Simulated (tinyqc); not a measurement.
From one set of inputs to another, one input at a time: sputter depth profiling of a dopant layer: erosion rate, quantification and the mixing-roughness response. Computed by tinyqc, a small Python program. Command: `OMP_NUM_THREADS=1 python tinyqc.py 3023992 3023993 out.jsonl sims ladder`. One thread of a shared host (Intel(R) Xeon(R) Processor @ 2.30GHz), about 0.3 s of CPU time with the checks.

A rastered ion beam erodes silicon (49.94 atoms per nm^3). The measured profile is the true one convolved with a depth response.

The inputs printed are set A. Inputs not listed in the table keep their values of set A, so the rows need not describe a real material.

Inputs (values chosen for the exercise, modelled on a dopant in silicon under an oxygen or caesium beam):

| quantity | value | unit |
|---|---|---|
| beam energy E | 0.57 | keV |
| beam current | 37 | nA |
| raster side | 300 | um |
| sputter yield at 1 keV | 0.63 | - |
| mixing length at 1 keV | 1.3 | nm |
| roughness sigma | 0.32 | nm |
| depth of the top edge z0 | 54 | nm |
| box width b | 4.8 | nm |
| box concentration C | 1e+20 | 1/cm^3 |
| relative sensitivity factor RSF | 2.6e+20 | 1/cm^3 |
| matrix count rate | 360000 | 1/s |
| background count rate | 0.83 | 1/s |
| counting time per point | 1 | s |
| level that defines the junction C_B | 2e+17 | 1/cm^3 |

True profile: box.

Constants: e = 1.602176634e-19 C.

Method:
- Scaling chosen for the exercise: yield Y = Y1 E^0.5, mixing length w = w1 E^0.5 (E in keV).
- Erosion rate = Y I/(e x raster^2 x density); depth step = rate x counting time; concentration = RSF x counts/matrix counts; detection limit = RSF x 3 sqrt(background x time)/(matrix rate x time).
- Mixing alone turns a layer at z0 into (1/w) exp(-(z - z0 + w)/w) for z > z0 - w; roughness adds a Gaussian of width sigma. With x = z - z0 + w: g(x) = (1/(2w)) exp(sigma^2/(2 w^2) - x/w) erfc((sigma/w - x/sigma)/sqrt2), and its integral G(x) = (1/2) erfc(-x/(sigma sqrt2)) - w g(x). Measured: C [G(x) - G(x - b)].
- Find the maximum, the full width at half maximum and the deep point where the profile falls to C_B; far down, the trailing edge decays by w ln(10) per decade.
- Convolution adds means and variances: the response has mean 0 (shift -w plus exponential mean w) and variance w^2 + sigma^2; a box adds the mean b/2 and the variance b^2/12.

Each row keeps all changes above it:

| input moved | from | to | peak concentration (1/cm^3) | erosion rate (nm/s) | standard deviation (nm) |
|---|---|---|---|---|---|
| set A | - | - | 9.8238e+19 | 0.02444 | 1.7279 |
| beam energy E (keV) | 0.57 | 6.2 | 7.4214e+19 | 0.08060 | 3.5356 |
| beam current (nA) | 37 | 450 | 7.4214e+19 | 0.98027 | 3.5356 |
| box width b (nm) | 4.8 | 10 | 9.4419e+19 | 0.98027 | 4.3490 |
| box concentration C (1/cm^3) | 1e+20 | 2.9e+20 | 2.7381e+20 | 0.98027 | 4.3490 |
| mixing length at 1 keV (nm) | 1.3 | 1.5 | 2.6656e+20 | 0.98027 | 4.7314 |
| level that defines the junction C_B (1/cm^3) | 2e+17 | 1e+16 | 2.6656e+20 | 0.98027 | 4.7314 |
| roughness sigma (nm) | 0.32 | 1.3 | 2.5296e+20 | 0.98027 | 4.8963 |

Peak concentration goes from 9.82e19 to 2.53e20, a factor 2.57 in all. The largest single move comes from box concentration C (a factor 2.90), and beam energy E works against it (a factor 0.755). Erosion rate goes from 0.0244 to 0.980, a factor 40.1 in all. The largest single move comes from beam current (a factor 12.2). Standard deviation goes from 1.73 to 4.90, a factor 2.83 in all. The largest single move comes from beam energy E (a factor 2.05). The single moves hold for this order of the switches; the total does not depend on the order.

Extremes, crossings and ranges named in words are read from the listed rows.
